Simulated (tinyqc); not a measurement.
Changing the anneal temperature T_a: solid solubility of a dopant against its melt (retrograde solidus), clustering and the electrically active fraction. Computed by tinyqc, a small Python program. Command: `OMP_NUM_THREADS=1 python tinyqc.py 3010088 3010089 out.jsonl retro sweep`. One thread of a shared host (Intel(R) Xeon(R) Processor @ 2.30GHz), about 0.01 s of CPU time with the checks.

Inputs (values chosen for the exercise):
```
quantity                                      value        unit
total dopant density N_t                    1.3e+21      1/cm^3
atoms per cluster m                               3           -
cluster scale N* at 1273 K                  2.2e+20      1/cm^3
activation energy E_b of the cluster scale      0.5          eV
mobility mu                                      60  cm^2/(V s)
```

Clustering: clusters of m atoms, electrons left out.

Constants: k_B = 8.617333262e-05 eV/K; e = 1.602176634e-19 C.

Method. A highly soluble donor (another dopant than that of the solidus) is limited by clustering. Donors N_a are active, and clusters hold m atoms each: N_t = N_a + m C, m C = N* (N_a/N*)^m, with N*(T) = N*(1273 K) exp[-(E_b/k_B)(1/T - 1/1273)]. Resistivity = 1/(e mu N_a).

One run for each value:
```
anneal temperature T_a (K)  active density N_a (1/cm^3)  active fraction  resistivity (milliohm cm)
850                                          8.5704e+19          0.06593                     1.2138
950                                          1.3642e+20          0.10493                     0.7626
1050                                         1.9746e+20          0.15189                     0.5268
1150                                         2.6624e+20          0.20480                     0.3907
1250                                         3.3996e+20          0.26151                     0.3060
1450                                         4.9188e+20          0.37837                     0.2115
1550                                         5.6586e+20          0.43528                     0.1838
```

Give the missing row, anneal temperature T_a (K) = 1350.

Computed row:
```
anneal temperature T_a (K)  active density N_a (1/cm^3)  active fraction  resistivity (milliohm cm)
1350                                         4.1595e+20          0.31996                     0.2501
```

Interpolating between the two neighbouring rows (linearly) misses most in resistivity (milliohm cm), by 3.5 %. Over the rows, active density N_a (1/cm^3) rises from 8.57e19 to 5.66e20 (exponent d ln y / d ln x 4.2 between the first rows and 2.1 between the last); active fraction rises from 0.0659 to 0.435 (exponent d ln y / d ln x 4.2 between the first rows and 2.1 between the last); resistivity (milliohm cm) falls from 1.21 to 0.184 (exponent d ln y / d ln x -4.2 between the first rows and -2.1 between the last).

Caution (all rows): this clustering law is a generic form; degeneracy and a doping-dependent mobility are left out.
